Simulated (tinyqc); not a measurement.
What each parameter does: BHZ model on a square lattice (one spin block).

h(k) = e0 + d.s with s the Pauli matrices in the basis (E, H), k in units of 1/a: dx = (A/a) sin kx, dy = (A/a) sin ky, dz = M - (2B/a^2)(2 - cos kx - cos ky), e0 = -(2D/a^2)(2 - cos kx - cos ky). The other spin block is h*(-k). For small k this is the continuum model with dz = M - B k^2.

Values chosen for the exercise (of the size used for thin Bi2Se3 films; the results hold for these values, not for the real material): A = 2.52 eV angstrom; B = -19.5 eV angstrom^2; D = -5.5 eV angstrom^2; M = -0.0668 eV (mass term); a = 8 angstrom (grid spacing); k = (-0.2, 0.38) 1/a (wave vector).

Levels at k and dz there.

One parameter was then changed.

Results before and after:
```
case     lower (meV)  upper (meV)  dz (meV)
base        -117.328      148.702   -11.183
changed     -100.492      120.571   -31.205
```

Which of these changes was made? (a) M = -0.0618 eV; (b) a = 10 angstrom; (c) D = -4.4 eV angstrom^2; (d) A = 2.772 eV angstrom; (e) B = -21.45 eV angstrom^2.

Answer: (b) a = 10 angstrom. Of the candidates, run in turn, only this one gives the changed row.

All candidates:
```
case                      lower (meV)  upper (meV)  dz (meV)
base                         -117.328      148.702   -11.183
A = 2.772 eV angstrom        -130.540      161.914   -11.183
B = -21.45 eV angstrom^2     -116.976      148.350    -5.621
D = -4.4 eV angstrom^2       -120.466      145.564   -11.183
M = -0.0618 eV               -117.001      148.375    -6.183
a = 10 angstrom              -100.492      120.571   -31.205
```

D shifts both levels alike and leaves the states, so it cannot change the topology while the gap stays open.

tinyqc: `OMP_NUM_THREADS=1 python tinyqc.py 1450285 1450286 out.jsonl`; about 0.1 s, one thread, shared Intel(R) Xeon(R) Processor @ 2.30GHz.
